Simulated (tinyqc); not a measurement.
When the band splits: coherent potential approximation for a binary alloy with a semi-elliptic band.

Site levels eA = -x d (share 1 - x) and eB = (1 - x) d (share x), so that their mean, the virtual crystal, is 0. Pure band: G0(z) = 2 (z - sqrt(z - W) sqrt(z + W))/W^2 with principal roots, density -Im G/pi per site. The medium has a self-energy S(z), G = G0(z - S), z = E + i eta. t_i = (e_i - S)/(1 - (e_i - S) G); the CPA demands <t> = (1 - x) tA + x tB = 0. Iteration: start at S = 0, set S(new) = S + <t>/(1 + <t> G), stop when |<t>| < 1e-9 eV.

Parameters, chosen for this exercise: W = 1.7 eV (half width of the pure band); x = 0.4 (fraction of B); eta = 0.034 eV (broadening).

x as given, d varied, eta as given. The density is taken at E = (eA + eB)/2 and at E = eA + eB = (1 - 2x) d, where S has its pole for well split bands; a gap shows as a density of the size of the broadening tail.

Between the two levels:
```
d/W  d (eV)  density at the midpoint (1/eV)  density at (1 - 2x) d (1/eV)  Im S at the midpoint (eV)
0.2    0.34                          0.3600                        0.3598                     -0.032
0.4    0.68                          0.3384                        0.3371                     -0.136
0.6    1.02                          0.3010                        0.2960                     -0.329
0.8    1.36                          0.2482                        0.2283                     -0.620
1.2    2.04                          0.1178                        0.0359                     -0.843
1.5    2.55                          0.0158                        0.0128                     -0.488
2.0    3.40                          0.0053                        0.0053                     -0.613
```

Give the missing row, d/W = 1.0, d (eV) = 1.70.

Computed row:
```
d/W  d (eV)  density at the midpoint (1/eV)  density at (1 - 2x) d (1/eV)  Im S at the midpoint (eV)
1.0    1.70                          0.1879                        0.1130                     -0.875
```

The midpoint density falls from 0.360 to 0.0053 1/eV; it first drops below a tenth of the pure peak (0.037) at d/W = 1.5. At (1 - 2x) d the density drops below that mark at d/W = 1.2, so the bands have parted by then (this mark lags the true splitting), and is least, 0.0053, at d/W = 2. For x = 1/2 the two coincide and the band splits at d = W exactly; here x = 0.4. The size of Im Sigma at the midpoint is largest at d/W = 1. It is a lifetime only where the density there is finite; for well separated bands, d/W above 1/(2 sqrt(x (1 - x))), S has a pole in the gap at (1 - 2x) d.

tinyqc: `OMP_NUM_THREADS=1 python tinyqc.py 1450085 1450086 out.jsonl`; about 0.01 s, one thread, shared Intel(R) Xeon(R) Processor @ 2.30GHz.
